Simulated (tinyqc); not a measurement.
Deformation-potential model of the L valleys of a conduction band: one step. Valley shifts. Three cases, with inputs chosen for the exercise.

Task: Apply the Herring-Vogt formula to each valley.

Valleys with axes along [111], [1-1-1], [-11-1] and [-1-11], one whole valley each. Herring-Vogt shift of a valley with unit axis a: dE = Xd tr(e) + Xu a.e.a. Non-degenerate shares n_i = exp(-dE_i/kT)/sum_j exp(-dE_j/kT). Inverse mass tensor of a valley: (1 - a a)/mt + a a/ml; the masses are taken as independent of strain.

Give: Xd tr(e); a.e.a; shifts dE.

Case 1.

Values chosen (out of a larger set: near those of Ge; not measured data): Xd = -6.66 eV (dilation potential); Xu = 16.53 eV (uniaxial potential).

strain tensor, rows x, y, z and columns alike:
```
[[-0.00193868, -0.00309353, -0.00309353],
 [-0.00309353, -0.00193868, -0.00309353],
 [-0.00309353, -0.00309353, -0.00193868]]
```

Result:

Xd tr(e) = 38.73 meV

a.e.a: [111] -0.008126, [1-1-1] 0.000124, [-11-1] 0.000124, [-1-11] 0.000124

shifts dE (meV): [111] -95.58, [1-1-1] 40.78, [-11-1] 40.78, [-1-11] 40.78

The lowest valley is [111], 136.4 meV below the highest; the mean shift over all valleys is (Xd + Xu/3) tr(e) = 6.69 meV.

Case 2.

Values chosen (out of a larger set: near those of Ge; not measured data): Xd = -6.92 eV (dilation potential); Xu = 15.67 eV (uniaxial potential).

strain tensor, rows x, y, z and columns alike:
```
[[0.00294837, 0.00510582, 0.00510582],
 [0.00510582, 0.00294837, 0.00510582],
 [0.00510582, 0.00510582, 0.00294837]]
```

Result:

Xd tr(e) = -61.21 meV

a.e.a: [111] 0.013160, [1-1-1] -0.000456, [-11-1] -0.000456, [-1-11] -0.000456

shifts dE (meV): [111] 145.01, [1-1-1] -68.35, [-11-1] -68.35, [-1-11] -68.35

The lowest valleys are [1-1-1], [-11-1] and [-1-11], 213.4 meV below the highest; the mean shift over all valleys is (Xd + Xu/3) tr(e) = -15.01 meV.

Case 3.

Values chosen (out of a larger set: near those of Ge; not measured data): Xd = -6.22 eV (dilation potential); Xu = 16.32 eV (uniaxial potential).

strain tensor, rows x, y, z and columns alike:
```
[[0.01229302, 0.00000000, 0.00000000],
 [0.00000000, 0.01229302, 0.00000000],
 [0.00000000, 0.00000000, -0.00921501]]
```

Result:

Xd tr(e) = -95.61 meV

a.e.a: [111] 0.005124, [1-1-1] 0.005124, [-11-1] 0.005124, [-1-11] 0.005124

shifts dE (meV): [111] -11.99, [1-1-1] -11.99, [-11-1] -11.99, [-1-11] -11.99

All valleys shift alike: this load keeps them equivalent by symmetry.

Computed by tinyqc, one run a case: `OMP_NUM_THREADS=1 python tinyqc.py N N+1 out.jsonl` with N = 1050827, 1051076, 1051212; one thread of a shared Intel(R) Xeon(R) Processor @ 2.30GHz, about 0.03 s a run at most.
